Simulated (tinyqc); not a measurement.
Scan in temperature at fixed frequency: admittance spectroscopy and thermally stimulated current of one trap level in a depletion layer. Computed by tinyqc, a small Python program. Command: `OMP_NUM_THREADS=1 python tinyqc.py 3113817 3113818 out.jsonl admit walk`. One thread of a shared host (Intel(R) Xeon(R) Processor @ 2.30GHz), about 0.01 s of CPU time with the checks.

A Schottky junction on n-type material holds one donor-like electron trap; shallow donors are fully ionised and abrupt depletion edges are assumed.

Inputs (values chosen for the exercise, modelled on n-type 4H-SiC):
```
quantity                         value    unit
dielectric constant eps           9.85       -
density-of-states mass m         0.751     m_0
shallow doping N               3.9e+16  1/cm^3
trap density N_t               9.2e+15  1/cm^3
trap depth E_t below the band    0.463      eV
capture cross section sigma      1e-17    cm^2
band bending V_b                   1.7       V
test frequency f                200000      Hz
```

Constants: k_B = 1.380649e-23 J/K; m_0 = 9.1093837015e-31 kg; h = 6.62607015e-34 J s; k_B = 8.617333262e-05 eV/K; eps_0 = 8.8541878128e-12 F/m; e = 1.602176634e-19 C.

Method:
- N_c = 2 (2 pi m k_B T/h^2)^(3/2), v_th = sqrt(3 k_B T/m), emission rate e_n = sigma v_th N_c exp(-E_t/(k_B T)).
- Where the level crosses the Fermi level capture equals emission, so the trap follows the signal with the rate 2 e_n; G/omega peaks at omega = 2 e_n (the correction for large N_t/N is left out).
- Solve 2 e_n(T_p) = 2 pi f.
- With E_c - E_F = k_B T_p ln(N_c/N): lambda = sqrt(2 eps eps_0 (E_t - (E_c - E_F))/(e^2 N)); traps are empty and charged for x < x_t = w - lambda, and V_b = e (N w^2 + N_t x_t^2)/(2 eps eps_0). High frequency: C_hf = eps eps_0/w. Low frequency: C_lf = eps eps_0 (N + N_t)/(N w + N_t x_t).
- With x = omega/(2 e_n): C = C_hf + (C_lf - C_hf)/(1 + x^2), G/omega = (C_lf - C_hf) x/(1 + x^2); C_hf and C_lf are held at their values at T_p.

peak temperature T_p = 569.055 K

C_hf = 42.4045 nF/cm^2

C_lf = 44.8099 nF/cm^2

Admittance:
```
T (K)  omega/(2 e_n)  C (nF/cm^2)  G/omega (nF/cm^2)
500.8         4.6757       42.510             0.4920
523.5         2.6872       42.697             0.7863
540.6         1.8213       42.962             1.0148
557.7         1.2618       43.332             1.1709
569.1         0.9991       43.608             1.2027
580.4         0.7993       43.872             1.1731
597.5         0.5787       44.206             1.0428
620.3         0.3858       44.498             0.8078
648.7         0.2414       44.677             0.5487
```

The peak of G/omega is half the step, 1.20 nF/cm^2. Its full width is near 2 ln(2 + sqrt3) k_B T_p^2/(E_t + 2 k_B T_p) = 131.0 K.

Extremes, crossings and ranges named in words are read from the listed rows.
